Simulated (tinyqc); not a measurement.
## p-n diode with diffusion and depletion-layer recombination: currents and ideality against junction voltage

Abrupt junction in the depletion approximation, low injection, full ionisation, neutral widths fixed, ohmic contact on the p side. Vj is the junction voltage; where a series resistance Rs is given, V = Vj + J Rs is the terminal voltage.

ni = sqrt(Nc Nv) exp(-Eg/(2 Vt)), Eg in volts; D = mu Vt; Ln = sqrt(Dn tn), Lp = sqrt(Dp tp); J0n = q ni^2 Dn coth(wp/Ln)/(Ln Na); J0p = (q ni^2 Dp/(Lp Nd)) (s + tanh(wn/Lp))/(1 + s tanh(wn/Lp)), s = Sp Lp/Dp. J_diff = (J0n + J0p)(exp(Vj/Vt) - 1). Vbi = Vt ln(Na Nd/ni^2), W = sqrt(2 eps0 eps_r (Vbi - Vj)(1/Na + 1/Nd)/q), xp = W Nd/(Na + Nd), xn = W Na/(Na + Nd); u(x) = q Na (x + xp)^2/(2 eps0 eps_r) for x < 0 and Vbi - Vj - q Nd (xn - x)^2/(2 eps0 eps_r) for x > 0; p = Na exp(-u/Vt), n = Nd exp((u - Vbi + Vj)/Vt); U = ni^2 (exp(Vj/Vt) - 1)/(tp (n + ni exp(Et/Vt)) + tn (p + ni exp(-Et/Vt))); J_scr = q times the integral of U from -xp to xn. J = J_diff + J_scr. Ideality = (1/Vt) dVj/d ln J or (1/Vt) dV/d ln J; last column ni^2 exp(Vj/Vt)/N^2.

Values chosen for this exercise; band and dielectric values close to those of indium phosphide:
```
symbol,value,unit,meaning
T,300,K,temperature
Eg,1.35,eV,band gap
eps_r,12.3,,relative permittivity
Nc,5.79e17,cm^-3,conduction-band density of states at T
Nv,1.1e19,cm^-3,valence-band density of states at T
Na,5.8e17,cm^-3,acceptor density
Nd,2.9e15,cm^-3,donor density
mun,1400,cm^2/(V s),electron mobility in the p side
mup,190,cm^2/(V s),hole mobility in the n side
tn,3e-6,s,electron lifetime
tp,2e-6,s,hole lifetime
wp,22,um,neutral width of the p side
wn,46,um,neutral width of the n side
Sp,1e7,cm/s,recombination velocity at the n contact
Rs,0.018,ohm cm^2,series resistance
Et,0,eV,trap level above the intrinsic level
```

Constants: q = 1.602176634e-19 C, kB = 1.380649e-23 J/K, Vt = kB T/q, eps0 = 8.8541878128e-14 F/cm where lengths are in cm. Results are converted to the units shown.

Currents and ideality against junction voltage:
```
Vj (V)	J_diff (A/cm^2)	J_scr (A/cm^2)	J (A/cm^2)	V (V)	ideality against Vj	ideality against V	minority/doping, lighter side
0.28	6.804e-13	3.973e-10	3.980e-10	0.2800	1.920	1.920	8.018e-13
0.37	2.212e-11	2.434e-9	2.456e-9	0.3700	1.901	1.901	2.606e-11
0.45	4.882e-10	1.229e-8	1.278e-8	0.4500	1.841	1.841	5.754e-10
0.54	1.587e-8	7.716e-8	9.303e-8	0.5400	1.637	1.637	1.870e-8
0.62	3.504e-7	4.031e-7	7.535e-7	0.6200	1.328	1.328	4.129e-7
0.71	1.139e-5	2.691e-6	1.408e-5	0.7100	1.093	1.093	1.342e-5
0.79	2.514e-4	1.540e-5	2.668e-4	0.7900	1.025	1.025	2.963e-4
0.87	0.005550	9.450e-5	0.005645	0.8701	1.007	1.011	0.006541
0.96	0.1804	6.557e-4	0.1811	0.9633	1.002	1.128	0.2126
```

The ideality against Vj falls from 1.92 to 1.00. Diffusion overtakes recombination in the layer between Vj = 0.62 and 0.71 V. J_scr alone has an ideality of 1.92 between the first two rows and 1.80 between the last two. From Vj = 0.96 V the series resistance raises the terminal ideality by over a tenth; there J Rs = 0.13 Vt. Rows from Vj = 0.96 V on lie beyond low injection.

Computed by the program tinyqc: `OMP_NUM_THREADS=1 python tinyqc.py 2260054 2260055 out.jsonl`, one thread of a shared Intel Xeon 2.30GHz, about 0.01 s for the whole run.
